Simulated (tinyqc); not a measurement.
# On-chip interconnect, size-dependent resistivity and RC delay: effects of single changes

A rectangular line between two neighbours and two ground planes. Surface and grain-boundary scattering are added to the bulk resistivity as corrections; capacitances are parallel-plate values without fringing; inductance is ignored.

Values chosen for this exercise; metal values close to those of aluminium:
- rho0 = 2.63 uohm cm (bulk resistivity)
- lam = 18.8 nm (bulk mean free path)
- ps = 0 (specular share of surface scattering)
- Rg = 0.3 (reflection coefficient of grain boundaries)
- gr = 0.7 (grain size over the metal width)
- wd = 9.9 nm (drawn line width)
- AR = 2.3 (aspect ratio, height over width)
- tl = 2 nm (liner on both walls and the bottom, not conducting)
- sp = 15 nm (space to the neighbouring lines)
- hd = 11 nm (dielectric height to the planes above and below)
- ek = 3 (relative permittivity of the dielectric)
- Mf = 1 (Miller factor of the neighbours)
- Lw = 240 um (line length)
- Rd = 330 ohm (driver resistance)
- Cl = 0.36 fF (load capacitance)
- rho2 = 1.68 uohm cm (bulk resistivity of the second metal (close to copper))
- lam2 = 40.4 nm (mean free path of the second metal)
- tl2 = 2.1 nm (liner of the second metal)

Constants: eps0 = 8.8541878128e-12 F/m. Results are converted to the units shown.

Each table varies one quantity; the others keep the values above.

## Delay against the liner thickness

Metal width x = wd - 2 tl, height y = AR wd - tl; grain boundaries (Mayadas-Shatzkes): al = (lam/(gr x)) Rg/(1 - Rg), g = 1/[1 - 3 al/2 + 3 al^2 - 3 al^3 ln(1 + 1/al)] - 1; surfaces (Fuchs-Sondheimer, thick limit): s = (3/8) lam (1 - ps)(1/x + 1/y); rho = rho0 (1 + g + s); r = rho/(x y); c = eps0 ek (2 wd/hd + 2 Mf AR wd/sp). Elmore delay tE = Rd (c Lw + Cl) + r Lw (c Lw/2 + Cl); t50 is the time at which the far end of a ladder of 30 pi sections (half capacitances at both ends, Cl at the far end, a step applied through Rd) reaches half the step; line share r Lw/(Rd + r Lw); estimate 0.69 Rd (c Lw + Cl) + 0.38 r c Lw^2 + 0.69 r Lw Cl.

The same in every row: c (fF/um) = 0.1285.

Result of one run:
```
tl (nm),rho (uohm cm),r (ohm/um),tE (ps),t50 (ps),estimate (ps),line share of the resistance (%)
2.2,14.38,1271,4823,3653,3657,99.89
```

What becomes of these results when the liner on both walls and the bottom, not conducting tl is changed from 2.2 to 2.7 nm, all else the same?

Result of the changed run:
```
tl (nm),rho (uohm cm),r (ohm/um),tE (ps),t50 (ps),estimate (ps),line share of the resistance (%)
2.7,16.79,1859,7048,5339,5345,99.93
```

The whole series:
```
tl (nm),rho (uohm cm),r (ohm/um),tE (ps),t50 (ps),estimate (ps),line share of the resistance (%)
0,9.517,422.2,1609,1218,1219,99.68
0.4,10.06,494.0,1881,1425,1426,99.72
0.9,10.88,614.1,2335,1769,1770,99.78
1.3,11.70,746.2,2835,2148,2150,99.82
1.8,13.00,984.1,3736,2830,2833,99.86
2.2,14.38,1271,4823,3653,3657,99.89
2.7,16.79,1859,7048,5339,5345,99.93
3.1,19.64,2699,1.023e4,7748,7757,99.95
```

As tl goes from 0 to 3.1, r rises from 422 to 2700 ohm/um, c stays at 0.128 fF/um and t50 rises from 1220 to 7750 ps. t50/tE stays at 0.757, and the estimate is within 0.12 % of t50.

## Two metals against line width

Metal width x = wd - 2 tl, height y = AR wd - tl; grain boundaries (Mayadas-Shatzkes): al = (lam/(gr x)) Rg/(1 - Rg), g = 1/[1 - 3 al/2 + 3 al^2 - 3 al^3 ln(1 + 1/al)] - 1; surfaces (Fuchs-Sondheimer, thick limit): s = (3/8) lam (1 - ps)(1/x + 1/y); rho = rho0 (1 + g + s); r = rho/(x y). The second metal has rho2, lam2 and tl2 in place of rho0, lam and tl; ps, Rg, gr and AR are shared.

Two metals against line width:
```
wd (nm),"rho, first (uohm cm)","rho, second (uohm cm)","r, first (ohm/um)","r, second (ohm/um)",ratio second/first
6.5,27.78,38.92,8581,1.317e4,1.535
8,18.64,24.62,2841,3975,1.399
10,13.47,16.94,1069,1397,1.307
13,9.965,11.88,396.9,485.5,1.223
17,7.773,8.773,161.2,185.2,1.149
22,6.383,6.829,72.97,79.11,1.084
30,5.257,5.268,30.18,30.52,1.011
45,4.315,3.975,10.37,9.608,0.9265
70,3.688,3.119,3.514,2.983,0.8487
120,3.238,2.507,1.019,0.7904,0.7758
```

The resistivity of the first metal falls from 27.8 to 3.24 uohm cm and that of the second goes from 38.9 to 2.51 uohm cm as the line widens. The products rho0 lam, which set the size effect, are 49.4 and 67.9 uohm cm nm. The two resistances cross at wd = 31.6 nm: below it the first metal gives the lower line resistance. For widths well under the mean free path the thick-limit surface term is only a guide.

Range of the model: The metal width is under the mean free path, where the thick-limit surface term and the simple sum of corrections lose accuracy.

Numbers from tinyqc (`OMP_NUM_THREADS=1 python tinyqc.py 2100047 2100048 out.jsonl`; about 0.01 s on one thread of a shared Intel Xeon 2.30GHz).
